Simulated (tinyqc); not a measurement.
Inside a calculation: Weaire-Thorpe hybrids on a Bethe lattice: gap and dangling bond of an amorphous tetrahedral solid. Values are carried at full precision from step to step, so a last printed digit may differ when a step is redone from the rounded ones.

Four sp3 hybrids an atom at energy 0, coupled by -V1 on the atom and by -V2 along a bond; the bonds form a tree (no rings). For any network the gap runs at least from -V2 + V1 to V2 - 3 V1, and p-like states pile up at -V2 + V1 and V2 + V1. On the tree the gap is wider: it ends at Ec = -V1 + sqrt(V2^2 + 4 V1^2 - 2 sqrt3 V1 V2), which makes it well wider than the gaps of the real glasses. A branch seen from a hybrid has the self-energy S = V2^2 g, where g is the Green function of the hybrid across the bond, whose three partners carry S themselves. With a = z - V1, b = a - S: g = 1/(a + V1 b/(b + 3 V1)), z = E + i eta. A full atom has G = (1/b)(b + 3 V1)/(b + 4 V1) per hybrid; a dangling hybrid with shift dh has G = 1/(1/g - dh).

Parameters, chosen for this exercise (of the size of tabulated hybrid energies for amorphous silicon; not measured data): V1 = 1.71 eV (coupling of two hybrids on one atom); V2 = 4.37 eV (coupling of the two hybrids of a bond); E = 1.13 eV (energy); eta = 0.03 eV (broadening); dh = -0.87 eV (shift of the dangling hybrid (rehybridisation)).

## Edges

Bounds -V2 + V1 and V2 - 3 V1. On the tree the s-like bands are narrower: E = -V1 -/+ sqrt(V2^2 + 4 V1^2 + V1 V2 e) with e from -2 sqrt3 to 2 sqrt3 (for a crystal, -4 to 4), so the conduction edge is -V1 + sqrt(V2^2 + 4 V1^2 - 2 sqrt3 V1 V2).

edges (eV): Ev -2.6600, Ec(bound) -0.7600, Ec(tree) 0.5052

gaps (eV): (bound, reached in the crystal) 1.9000, (tree) 3.1652

The gap needs no periodicity, only V2 > 2 V1 (here V2/V1 = 2.556); leaving out rings widens it by 1.265 eV. Two parameters give the trend, not the value.

## The self-energy at one energy

S = V2^2 g is a quadratic A S^2 + B S + C = 0 with A = a + V1, B = -(a (a + 4 V1) + V2^2), C = V2^2 (a + 3 V1), a = z - V1. Of the two roots take the one with Im S < 0 (if both qualify, the decaying one, with the smaller |V1 V2 g/(b + 3 V1)|).

A, B, C: 1.1300+0.0300i  -15.4652-0.1704i  86.8909+0.5729i

roots (eV): 6.8475+5.3781i  6.8328-5.5905i

S = 6.8328-5.5905i eV

## Densities at that energy

With z = E + i eta, b = z - V1 - S: full atom G = (b + 3 V1)/(b (b + 4 V1)); g = S/V2^2; dangling hybrid 1/(1/g - dh); densities -Im G/pi.

G (1/eV): (bulk) -0.0687-0.0927i, (dangling with dh = 0) 0.3578-0.2927i, (dangling with dh) 0.3047-0.1641i
densities (1/eV): (bulk) 0.0295, (dangling with dh = 0) 0.0932, (dangling with dh) 0.0522

## The dangling-bond level

For eta = 0 the level solves 1/g(E) = dh inside the gap (bisection); its weight on the dangling hybrid is 1/(d(1/g)/dE), by central differences with step 1e-5 eV.

level = -0.5170 eV
above Ev = 2.1430 eV
weight on the dangling hybrid = 0.633

The level lies at 68 % of the gap of the tree; 37 % of it spreads over the back bonds.

## Checks

- Conduction edge from the formula against the zero of the discriminant: both 0.505199.
- S from the quadratic against damped iteration of S = V2^2 g: both 6.832848.

(tinyqc, `OMP_NUM_THREADS=1 python tinyqc.py 1450438 1450439 out.jsonl`, Intel(R) Xeon(R) Processor @ 2.30GHz, 1 thread, shared host, about 0.03 s.)
